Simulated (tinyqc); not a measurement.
Schottky barrier with interface states (Cowley-Sze model), image lowering and contact resistance: one step, computed by the program tinyqc.

An n-type semiconductor under a metal. The barrier lies between the Schottky-Mott limit phi_M - chi and the Bardeen limit E_g - E_n, E_n being the neutrality level of the interface states; the space-charge term of the full Cowley-Sze expression is left out.

Problem. Thermionic current. A* = 4 pi e m_e M_c k_B^2/h^3 (a simple valley count); J_s = A* T^2 exp(-phi/k_B T). J_0 uses phi_B; the reverse current uses phi_B less the image lowering, times 1 - exp(-V_r/k_B T).

Inputs (values chosen for the exercise, with gap, mass and screening modelled on CdS):

| quantity | value | unit |
|---|---|---|
| electron mass m_e | 0.202 | m_0 |
| valleys M_c | 1 | - |
| temperature T | 300 | K |
| reverse bias V_r | 4.5 | V |

Pinning factor from: interface states.

barrier phi_B = 1.327901 eV

image lowering = 0.03320147 eV

Constants: e = 1.602176634e-19 C; m_0 = 9.1093837015e-31 kg; k_B = 1.380649e-23 J/K; h = 6.62607015e-34 J s; k_B = 8.617333262e-05 eV/K.

Give: Richardson constant A*; J_0; thermionic reverse current.

Solution.

Richardson constant A* = 24.27 A cm^-2 K^-2

J_0 = 1.076e-16 A/cm^2

thermionic reverse current = 3.885e-16 A/cm^2

Image lowering raises the reverse current by a factor 3.61. Caution: so small an emission current is nominal: generation, tunnelling and edge leakage set the real one.
